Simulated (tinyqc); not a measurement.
# Graded p-n junction, non-linear Poisson equation by Newton steps, step by step

Program tinyqc, `OMP_NUM_THREADS=1 python tinyqc.py 2000024 2000025 out.jsonl`; Intel Xeon 2.30GHz, shared host, one thread, about 0.06 s. Printed values are rounded.

One dimension, p side on the left, n side on the right; net doping C = (Nd - Na)/2 + ((Nd + Na)/2) tanh(x/Lg). The potential psi is counted from the intrinsic level, and the quasi-Fermi potentials are flat: 0 for holes and -V for electrons, so n = ni exp((psi + V)/Vt) and p = ni exp(-psi/Vt) (Boltzmann statistics, full ionisation, no current).

Parameters, values chosen for the exercise; band and dielectric values close to those of 4H silicon carbide: temperature T = 300 K; band gap Eg = 3.29 eV; relative permittivity eps_r = 9.77; conduction-band density of states at T Nc = 1.69e19 cm^-3; valence-band density of states at T Nv = 2.51e19 cm^-3; acceptor density of the p side Na = 1e15 cm^-3; donor density of the n side Nd = 7.3e15 cm^-3; bias of the p side against the n side V = 0.38 V; grading length Lg = 1300 nm.

Constants: q = 1.602176634e-19 C, kB = 1.380649e-23 J/K, Vt = kB T/q, eps0 = 8.8541878128e-14 F/cm where lengths are in cm. Results are converted to the units shown.

Range of the model: Flat quasi-Fermi levels over the whole structure hold only for low forward bias and sides short against the diffusion lengths.

## Intrinsic density, end potentials and Debye lengths

ni = sqrt(Nc Nv) exp(-Eg/(2 Vt)), Eg in volts; psi_p = -Vt ln(Na/ni), psi_n = Vt ln(Nd/ni) - V; Debye length sqrt(eps0 eps_r Vt/(q N)).

ni = 4.775254e-9 cm^-3
psi_p = -1.388216 V
psi_n = 1.059607 V
Debye length, p side = 118.1445 nm
Debye length, n side = 43.72724 nm

## Net doping on the mesh

x, node 0 to 11 (nm): -11900  -8510  -5810  -3650  -1930  -550  550  1830  3320  5050  7060  9390

C = (Nd - Na)/2 + ((Nd + Na)/2) tanh(x/Lg), taken at the nodes.

net doping C, node 0 to 11 (cm^-3): -9.999999e14  -9.999829e14  -9.989108e14  -9.698860e14  -5.946658e14  1.491994e15  4.808006e15  6.831063e15  7.250087e15  7.296494e15  7.299841e15  7.299996e15

## Couplings between neighbouring nodes

a_i = eps0 eps_r/h_i for the interval from node i to i + 1, with h_i = x_(i+1) - x_i in cm.

coupling a_i, interval 0 to 10 (F/cm^2): 2.551782e-9  3.203904e-9  4.004880e-9  5.029385e-9  6.268508e-9  7.864129e-9  6.758236e-9  5.805733e-9  5.000313e-9  4.303752e-9  3.712679e-9

## Starting potential

The parabolas of an abrupt Na-Nd junction in the depletion approximation: psi_p + q Na (x + xp)^2/(2 eps0 eps_r) for -xp < x < 0, psi_n - q Nd (xn - x)^2/(2 eps0 eps_r) for 0 < x < xn, flat outside, with W = sqrt(2 eps0 eps_r (psi_n - psi_p)(1/Na + 1/Nd)/q), xp = W Nd/(Na + Nd), xn = W Na/(Na + Nd), psi_p = -Vt ln(Na/ni), psi_n = Vt ln(Nd/ni) - V.

psi at the start, node 0 to 11 (V): -1.388216  -1.388216  -1.388216  -1.388216  -1.388216  -0.508366  1.059607  1.059607  1.059607  1.059607  1.059607  1.059607

## Iteration 1: densities, residual and Jacobian diagonal

n_i = ni exp((psi_i + V)/Vt), p_i = ni exp(-psi_i/Vt), rho_i = p_i - n_i + C_i, g_i = (n_i + p_i)/Vt. Box widths w_i = (h_(i-1) + h_i)/2 in cm. Residual F_i = a_i (psi_(i+1) - psi_i) - a_(i-1) (psi_i - psi_(i-1)) + q rho_i w_i; Jacobian: a_(i-1) and a_i beside the diagonal, b_i = -a_(i-1) - a_i - q g_i w_i on it. The two end nodes are fixed.

```
node     n (cm^-3)     p (cm^-3)
0     5.517115e-26          1e15
1     5.517115e-26          1e15
2     5.517115e-26          1e15
3     5.517115e-26          1e15
4     5.517115e-26          1e15
5     3.330701e-11      1.656443
6           7.3e15  7.557692e-27
7           7.3e15  7.557692e-27
8           7.3e15  7.557692e-27
9           7.3e15  7.557692e-27
10          7.3e15  7.557692e-27
11          7.3e15  7.557692e-27
```

```
node  residual F (C/cm^2)  diagonal b (F/cm^2)
1            8.345606e-13         -1.892893e-6
2            4.240463e-11         -1.513200e-6
3            9.360113e-10         -1.211348e-6
4             1.558131e-8         -9.719098e-7
5             3.645684e-8         -1.413264e-8
6            -5.984286e-8         -5.398387e-6
7            -1.040579e-8         -6.278542e-6
8            -1.287515e-9         -7.294723e-6
9           -1.050298e-10         -8.469506e-6
10          -5.535204e-12         -9.825470e-6
```

## Iteration 1: Newton step

Solve the tridiagonal system a_(i-1) d_(i-1) + b_i d_i + a_i d_(i+1) = -F_i for nodes 1 to 10, with d = 0 on fixed nodes. Each component d is damped to sign(d) Vt ln(1 + |d|/Vt) before it is added.

Newton step d, before damping, node 1 to 10 (V): 0.000000  0.000030  0.000909  0.032741  2.590073  -0.007314  -0.001665  -0.000178  -0.000013  -0.000001
psi after iteration 1, node 0 to 11 (V): -1.388216  -1.388216  -1.388186  -1.387323  -1.367063  -0.389008  1.053166  1.057993  1.059429  1.059594  1.059606  1.059607

## Course of the Newton iteration

Stop when the largest undamped |d| is below 1e-9 V, or after 80 iterations.

Course of the iteration:
```
iteration  largest |F| (C/cm^2)  largest |d| (V)  at node
1                       5.98e-8             2.59        5
2                       3.49e-8             2.48        5
3                       3.33e-8             2.39        5
4                       3.19e-8             2.31        5
5                       3.05e-8             2.32        5
6                       2.93e-8             2.33        5
7                       2.82e-8             2.23        5
8                       2.70e-8             2.12        5
9                       2.59e-8             2.00        5
...                         ...              ...      ...
18                      3.57e-9            0.316        4
19                      2.82e-9            0.249        4
20                      2.12e-9            0.183        4
21                      1.45e-9            0.105        4
22                     7.12e-10           0.0294        4
23                     1.10e-10          2.83e-3        4
24                     1.64e-12          3.90e-5        4
25                     3.33e-16          7.93e-9        4
26                      < 1e-20          < 1e-12        9
```

Converged in 26 iterations. Once the step is below 0.1 Vt, 2 more iteration(s) reach the threshold: near the solution the error is roughly squared each time.

## Converged densities, field and charge

converged psi, node 0 to 11 (V): -1.388216  -1.388216  -1.388185  -1.387047  -1.298990  1.001942  1.048725  1.057881  1.059428  1.059594  1.059606  1.059607

n and p as above; field E_i = -(psi_(i+1) - psi_i)/h_i on each interval; charge on either side of the peak Q = eps0 eps_r |E|max (Gauss).

```
node     n (cm^-3)     p (cm^-3)
0     5.517115e-26          1e15
1     5.517220e-26   9.999809e14
2     5.523764e-26   9.987963e14
3     5.772344e-26   9.557841e14
4     1.740395e-24   3.170037e13
5      7.845141e14  7.032525e-26
6      4.791955e15  1.151329e-26
7      6.828679e15  8.079330e-27
8      7.249771e15  7.610054e-27
9      7.296468e15  7.561350e-27
10     7.299839e15  7.557858e-27
11          7.3e15  7.557692e-27
```

field E, interval 0 to 10 (kV/cm): 0.00000  -0.00011  -0.00527  -0.51196  -16.67342  -0.42530  -0.07154  -0.01038  -0.00096  -0.00006  0.00000
peak |E| = 16.67342 kV/cm
charge Q = 14.42341 nC/cm^2

A mesh of more than 1000 nodes gives a peak field of 15.33 kV/cm; the 12-node value is 8.7 % above it.
